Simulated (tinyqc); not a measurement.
Nudged elastic band on a two-dimensional model surface: one step, computed by the program tinyqc. Command: `OMP_NUM_THREADS=1 python tinyqc.py 3005517 3005518 out.jsonl neb walk`. One thread of a shared host (Intel(R) Xeon(R) Processor @ 2.30GHz), about 0.1 s of CPU time with the checks.

V(x, y) = -A (cos kx + cos ky) - B cos kx cos ky + (C sin ky + S sin kx)(1 - cos kx), k = 2 pi/a; the atom hops from the minimum at (0, 0) to that at (a, 0).

Problem. Stationary points. Newton steps x(new) = x - H^-1 grad V (moves limited to 0.3 angstrom) from (0, 0), (a, 0) and (a/2, 0) give the two minima and the saddle.

Inputs (values chosen for the exercise, for a model surface):
```
quantity     value      unit
amplitude A    0.4        eV
amplitude B  0.091        eV
skew C        0.12        eV
asymmetry S  0.094        eV
period a       2.6  angstrom
```

Surface: adatom on a square lattice. Climbing image: on.

Give: positions; energies; barrier from the start.

Solution.

positions (angstrom):
```
            x       y
start   0.000   0.000
end     2.600   0.000
saddle  1.138  -0.261
```

energies (eV): start -0.8910, end -0.8910, saddle 0.0475

barrier from the start = 0.9385 eV
